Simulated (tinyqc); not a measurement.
Fully depleted semiconductor-on-insulator film with two gates, non-linear Poisson equation by Newton steps: one step of the calculation.

One dimension across the film, front interface at x = 0, back interface at x = ts. psi is counted from the intrinsic level, n = ni exp(psi/Vt) (source grounded), holes neglected, acceptors ionised. Gates act through Cox = eps0 eox/tox and Cbox = 3.9 eps0/tb with potentials G1 = Vg - (phiM - chi - Vt ln(Nc/ni)) and G2 = Vb - (phiB - chi - Vt ln(Nc/ni)). Classical Boltzmann densities, no interface charge, no depletion in the back plane.

Problem. Capacitances and gate potentials. ni = sqrt(Nc Nv) exp(-Eg/(2 Vt)), Eg in volts; Cox, Cbox, G1, G2 as defined; Cs = eps0 eps_r/ts; a = eps0 eps_r/h with h = ts/8; coupling ratio of a depleted film Cs Cbox/(Cox (Cs + Cbox)).

Inputs (values chosen for the exercise); band and dielectric values close to those of silicon:
```
symbol,value,unit,meaning
T,300,K,temperature
Eg,1.11,eV,band gap
eps_r,11.8,,relative permittivity
Nc,2.84e19,cm^-3,conduction-band density of states at T
Nv,2.6e19,cm^-3,valence-band density of states at T
chi,4,eV,electron affinity
eox,3.9,,relative permittivity of the gate insulator (close to silicon dioxide)
tox,1.5,nm,insulator thickness
ts,12,nm,film thickness
tb,98,nm,buried-oxide thickness (eps_r 3.9)
phiM,4.47,eV,work function of the front gate
phiB,4.5,eV,work function of the back plane
Vb,1.5,V,back-gate voltage
Vg,0.23,V,front-gate voltage
```

Constants: q = 1.602176634e-19 C, kB = 1.380649e-23 J/K, Vt = kB T/q, eps0 = 8.8541878128e-14 F/cm where lengths are in cm. Results are converted to the units shown.

Wanted: ni; Cox; Cbox; Cs; a; G1; G2; coupling ratio.

Solution.

ni = 1.2899e10 cm^-3
Cox = 2.3021 uF/cm^2
Cbox = 0.035236 uF/cm^2
Cs = 0.87066 uF/cm^2
a = 6.9653 uF/cm^2
G1 = 0.31614 V
G2 = 1.5561 V
coupling ratio = 0.014711

tinyqc, about 0.3 s, one thread, Intel Xeon 2.30GHz (shared host): `OMP_NUM_THREADS=1 python tinyqc.py 2190024 2190025 out.jsonl`
